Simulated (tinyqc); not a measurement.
# Changing the electron density n

Model: strain, valley repopulation and piezoresistance in a many-valley conduction band. Computed by tinyqc, a small Python program. Command: `OMP_NUM_THREADS=1 python tinyqc.py 3013504 3013505 out.jsonl valleys sweep`. One thread of a shared host (Intel(R) Xeon(R) Processor @ 2.30GHz), about 0.03 s of CPU time with the checks.

Valleys are ellipsoids with mass m_l along the axis a and m_t across it, parabolic, with one constant relaxation time; strain shifts the valleys and leaves the masses alone. Currents are taken along [100], along the load, and along [010], across the load.

Inputs (values chosen for the exercise, modelled on silicon): longitudinal mass m_l = 0.934 m_0; transverse mass m_t = 0.194 m_0; shear deformation potential Xi_u = 8.96 eV; dilation deformation potential Xi_d = 1.1 eV; C11 = 167 GPa; C12 = 64.1 GPa; C44 = 79 GPa; stress X (tension positive) = -56 MPa; relaxation time tau = 88 fs; temperature T = 300 K.

Valley axes: <100> (6 valleys in 3 pairs). Load: uniaxial [100].

Constants: k_B = 8.617333262e-05 eV/K; m_0 = 9.1093837015e-31 kg; k_B = 1.380649e-23 J/K; hbar = 1.054571817e-34 J s; e = 1.602176634e-19 C.

Method:
- Compliances S11 = (C11 + C12)/((C11 - C12)(C11 + 2 C12)), S12 = -C12/((C11 - C12)(C11 + 2 C12)), S44 = 1/C44; stress sigma_ij = X n_i n_j for the unit vector n of the load; e_xx = S11 sigma_xx + S12 (sigma_yy + sigma_zz), e_xy = S44 sigma_xy/2 (tensor strain).
- Herring-Vogt shift of a valley with unit axis a: dE = Xi_d tr(e) + Xi_u a.e.a.
- Each of the 6 valleys holds n_v = N_v (2/sqrt(pi)) F_1/2((E_F - dE_v)/(k_B T)), N_v = 2 (m_d k_B T/(2 pi hbar^2))^(3/2), m_d = (m_l m_t^2)^(1/3); E_F solves sum n_v = n and is counted from the unstrained edge.
- F_j(eta) = int_0^infinity x^j/(1 + exp(x - eta)) dx, without a gamma-function factor. It is evaluated after integrating by parts.
- Integrals over x = E/(k_B T) use 160 Gauss-Legendre points in u = sqrt(x) from 0 to sqrt(max(eta, 0) + 32).
- Mobility tensor mu = e tau sum_v (n_v/n) [1/m_t + (1/m_l - 1/m_t) a a^T]; unstrained mu_0 = e tau (1/m_l + 2/m_t)/3; resistivity along d from the inverse tensor, rho_d = d.mu^-1.d/(n e), mobility along d = 1/(d.mu^-1.d); gauge pi_d = (rho_d/rho_0 - 1)/X.
- With eta_0 the reduced Fermi level without strain, r = F_-1/2(eta_0)/(2 F_1/2(eta_0)) (1 for a classical gas) and c = r (Xi_u/k_B T) (m_l - m_t)/(2 m_l + m_t): pi11 = -(2/3) c (S11 - S12), pi12 = -pi11/2, pi44 = 0, with S11 - S12 = 1/(C11 - C12).

One run for each value; columns: (1) electron density n (1/cm^3); (2) degeneracy factor r; (3) eta_0; (4) resistance change along the first direction (%); (5) resistance change along the second direction (%):
```
(1)           (2)      (3)     (4)      (5)
1.00e+16  0.99987  -7.9454  4.8706  -2.2695
3.60e+16  0.99955  -6.6641  4.8688  -2.2687
1.30e+17  0.99837  -5.3789  4.8625  -2.2660
4.80e+17  0.99403  -4.0683  4.8390  -2.2558
1.70e+18  0.97919  -2.7885  4.7592  -2.2211
6.30e+18  0.92729  -1.4211  4.4826  -2.1001
2.30e+19  0.78020   0.0800  3.7178  -1.7607
8.30e+19  0.50916   2.0787  2.3717  -1.1451
3.00e+20  0.24961   5.6954  1.1426  -0.5617
```

Describe and explain the trends.

Over the rows, degeneracy factor r falls from 1.000 to 0.250 (exponent d ln y / d ln x -2.5e-4 between the first rows and -0.55 between the last); eta_0 rises from -7.95 to 5.70; resistance change along the first direction (%) falls from 4.87 to 1.14 (exponent d ln y / d ln x -2.8e-4 between the first rows and -0.57 between the last). r has dropped to one half between 8.30e19 and 3.00e20 per cm^3, so heavily doped gauges are less sensitive but also less dependent on temperature.

Extremes, crossings and ranges named in words are read from the listed rows.
